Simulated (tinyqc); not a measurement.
Changing the mobility mu: current of a Schottky diode by thermionic-emission-diffusion theory, and its read-back from I-V-T and C-V data. Computed by tinyqc, a small Python program. Command: `OMP_NUM_THREADS=1 python tinyqc.py 3022927 3022928 out.jsonl schottky sweep`. One thread of a shared host (Intel(R) Xeon(R) Processor @ 2.30GHz), about 0.01 s of CPU time with the checks.

Full ionisation, no tunnelling, no recombination current. V is the voltage across the junction itself, forward positive.

Inputs (values chosen for the exercise, modelled on n-type amorphous oxide):
```
quantity                                     value           unit
Richardson constant A*                        41.3   A/(cm^2 K^2)
effective density of states at 300 K, N_c  4.8e+18         1/cm^3
permittivity eps                                10              -
barrier without image force phi_0 (mean)     0.848             eV
doping N                                   5.2e+16         1/cm^3
series resistance R_s                          0.4  milliohm cm^2
junction voltage V                            0.26              V
temperature T                                  200              K
standard deviation sigma                       110            meV
relative change of sigma^2 with bias, rho     0.43            1/V
```

Barrier: Gaussian spread of heights.

Constants: k_B = 8.617333262e-05 eV/K; e = 1.602176634e-19 C; eps_0 = 8.8541878128e-12 F/m.

Method:
- N_c(T) = N_c (T/300 K)^(3/2); V_bi = phi_0 - (k_B T/e) ln(N_c(T)/N); surface field F = sqrt(2 e N (V_bi - V - k_B T/e)/(eps eps_0)); image lowering d_phi = sqrt(e F/(4 pi eps eps_0)); effective barrier phi = phi_0 - d_phi - sigma^2 (1 - rho V)/(2 k_B T).
- Collection velocity v_R = A* T^2/(e N_c(T)); diffusion velocity v_D = mu F; J = e N_c(T) v_R/(1 + v_R/v_D) exp(-phi/k_B T) [exp(e V/k_B T) - 1].
- Terminal voltage V + J R_s.
- Ideality n = (e/k_B T)/(d ln J/dV) by a central difference of +/- 1 mV; J_0 = J exp(-e V/(n k_B T)); apparent barrier phi_IV = k_B T ln(A* T^2/J_0); a C-V plot gives phi_CV = phi_0, the mean without lowering.

One run for each value:
```
mobility mu (cm^2/(V s))  current density J (A/cm^2)  apparent barrier phi_IV (eV)  ideality factor n  v_D (cm/s)
0.5                                           0.0194                       0.52627             1.2292  4.8659e+04
1.6                                           0.0603                       0.50679             1.2285  1.5571e+05
5                                             0.1744                       0.48881             1.2267  4.8659e+05
16                                            0.4496                       0.47326             1.2222  1.5571e+06
50                                            0.8775                       0.46294             1.2154  4.8659e+06
160                                           1.2678                       0.45769             1.2092  1.5571e+07
500                                           1.4699                       0.45570             1.2060  4.8659e+07
1600                                          1.5498                       0.45502             1.2048  1.5571e+08
5000                                          1.5763                       0.45480             1.2044  4.8659e+08
```

Describe and explain the trends.

Over the rows, current density J (A/cm^2) rises from 0.0194 to 1.58 (exponent d ln y / d ln x 0.98 between the first rows and 0.015 between the last); apparent barrier phi_IV (eV) falls from 0.526 to 0.455 (exponent d ln y / d ln x -0.032 between the first rows and -4.2e-4 between the last); ideality factor n falls from 1.23 to 1.20 (exponent d ln y / d ln x -4.7e-4 between the first rows and -3.0e-4 between the last). At the high end the exponent of current density J is 0.01, close to 0: thermionic emission limits. At the low end the exponent of current density J is 0.98, close to 1: diffusion limits. Reading a diffusion-limited diode with the thermionic formula overstates the barrier by k_B T ln(1 + v_R/v_D).
